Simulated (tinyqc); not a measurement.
Inside a calculation: deformation-potential model of the L valleys of a conduction band. Values are carried at full precision from step to step, so a last printed digit may differ when a step is redone from the rounded ones.

s11 = (C11 + C12)/((C11 - C12)(C11 + 2 C12)), s12 = -C12/((C11 - C12)(C11 + 2 C12)), s44 = 1/C44; exx = s11 sxx + s12 (syy + szz) and cyclic, exy = s44 sxy/2; tension is positive. A uniaxial stress X along the unit vector n is s_ij = X n_i n_j.

Constants: kB = 8.617333262e-05 eV/K; hbar^2/2m0 = 3.80998211 eV angstrom^2.

Parameters, chosen for this exercise (near those of Ge; the results hold for these values, not for the real material): C11 = 129.3 GPa; C12 = 47.2 GPa; C44 = 68.9 GPa; load = uniaxial [001] (kind of stress); X = -1.07 GPa (stress); Xd = -6.42 eV (dilation potential); Xu = 16.25 eV (uniaxial potential); T = 300 K (temperature); ml = 1.599 m0 (longitudinal mass); mt = 0.083 m0 (transverse mass).

## Strain from a uniaxial [001] stress

Form the compliances and the strain.

s11, s12, s44 (1/TPa): 9.6103  -2.5700  14.5138

strain tensor:
```
          x         y          z
x  0.002750  0.000000   0.000000
y  0.000000  0.002750   0.000000
z  0.000000  0.000000  -0.010283
```

## Valley shifts

Valleys with axes along [111], [1-1-1], [-11-1] and [-1-11], one whole valley each. Herring-Vogt shift of a valley with unit axis a: dE = Xd tr(e) + Xu a.e.a. Non-degenerate shares n_i = exp(-dE_i/kT)/sum_j exp(-dE_j/kT). Inverse mass tensor of a valley: (1 - a a)/mt + a a/ml; the masses are taken as independent of strain.

Apply the Herring-Vogt formula to each valley.

Xd tr(e) = 30.71 meV

a.e.a: [111] -0.001594, [1-1-1] -0.001594, [-11-1] -0.001594, [-1-11] -0.001594

shifts dE (meV): [111] 4.80, [1-1-1] 4.80, [-11-1] 4.80, [-1-11] 4.80

All valleys shift alike: this load keeps them equivalent by symmetry.

## Shares of the electrons

Boltzmann factors of the shifts.

kT = 25.852 meV

shares: [111] 0.2500, [1-1-1] 0.2500, [-11-1] 0.2500, [-1-11] 0.2500

effective number of valley axes, 1/(largest share) = 4.000

## Conductivity mass tensor

With one scattering time for all valleys the conductivity goes as M = sum_i n_i (inverse mass tensor of valley i); along the unit vector u, 1/m_c = u.M.u. Without stress 1/m_c = (1/ml + 2/mt)/3. Take u along [110].

M (1/m0):
```
       x      y      z
x  8.241  0.000  0.000
y  0.000  8.241  0.000
z  0.000  0.000  8.241
```

m_c along [110] = 0.1214 m0
m_c without stress = 0.1214 m0

The mobility along [110] does not change; with all electrons in the valleys lightest or heaviest along this direction it would change by +46 or -46 %.

## Effective density of states

Each of the 4 whole valleys has m_d = (ml mt^2)^(1/3) and N = 2 (m_d kT/(4 pi c))^(3/2), c = hbar^2/2m0. Counted from the lowest edge, Nc = N x sum_i exp(-(dE_i - dE_min)/kT). 1 angstrom^-3 = 1e24 cm^-3.

m_d = 0.2225 m0
N of one valley = 2.634e+18 cm^-3
Nc under stress = 1.053e+19 cm^-3
Nc without stress = 1.053e+19 cm^-3

## Piezoresistance from repopulation

For small stress d(rho)/rho = pi X. For valleys on the <111> axes pi11 = pi12 = 0 and pi44 = -Xu s44/(3 kT) x (K - 1)/(2K + 1), K = ml/mt. For stress along [110]: pi_l = (pi11 + pi12 + pi44)/2 with the current along it and pi_t = (pi11 + pi12 - pi44)/2 with the current along [1-10]. 1/GPa = 100 x 1e-11/Pa.

K = 19.265

pi11, pi12, pi44 (1e-11/Pa): 0.0  0.0  -140.5

pi_l, pi_t for [110] (1e-11/Pa): -70.3  70.3

Only the transfer between valleys is counted; changes of mass and of intervalley scattering add to it in a real crystal.

## Checks

- Conductivity mass at zero stress against 3/(1/ml + 2/mt): both 0.1213505.
- Piezoresistance coefficients by finite differences against the closed form: largest difference 3.9e-09.

Computed by tinyqc, a small Python program: `OMP_NUM_THREADS=1 python tinyqc.py 1080066 1080067 out.jsonl` (the numbers bound the seed that draws the inputs); one thread of a shared host (Intel(R) Xeon(R) Processor @ 2.30GHz), about 0.02 s for the whole set of steps.
